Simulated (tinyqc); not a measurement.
What each parameter does: BHZ model on a square lattice (one spin block).

h(k) = e0 + d.s with s the Pauli matrices in the basis (E, H), k in units of 1/a: dx = (A/a) sin kx, dy = (A/a) sin ky, dz = M - (2B/a^2)(2 - cos kx - cos ky), e0 = -(2D/a^2)(2 - cos kx - cos ky). The other spin block is h*(-k). For small k this is the continuum model with dz = M - B k^2.

Parameters, chosen for this exercise (of the size used for HgTe wells; shifted at random, so the results belong to these values and not to a real crystal): A = 3.7 eV angstrom; B = -63.9 eV angstrom^2; D = -56.8 eV angstrom^2; M = 0.0129 eV (mass term); a = 40 angstrom (grid spacing); k = (0.12, 0.23) 1/a (wave vector).

Levels at k and dz there. Each row changes one parameter from the base and keeps the others.

Results:
```
case,lower (meV),upper (meV),dz (meV)
base,-26.080,30.841,15.578
A = 4.07 eV angstrom,-28.101,32.862,15.578
B = -70.29 eV angstrom^2,-26.227,30.988,15.846
D = -45.44 eV angstrom^2,-26.556,30.365,15.578
M = 0.0179 eV,-29.096,33.857,20.578
a = 42 angstrom,-25.219,29.537,15.329
```

The largest shifts from the base row, up to three for each result and ties (the steps differ in size, so this ranks the rows, not the parameters). lower (meV): M -3.016, A -2.021, a +0.861. upper (meV): M +3.016, A +2.021, a -1.304. dz (meV): M +5.000, B +0.268, a -0.249; unchanged at the printed digits by A and D. D shifts both levels alike and leaves the states, so it cannot change the topology while the gap stays open.

tinyqc: `OMP_NUM_THREADS=1 python tinyqc.py 1480966 1480967 out.jsonl`; about 0.2 s, one thread, shared Intel(R) Xeon(R) Processor @ 2.30GHz.
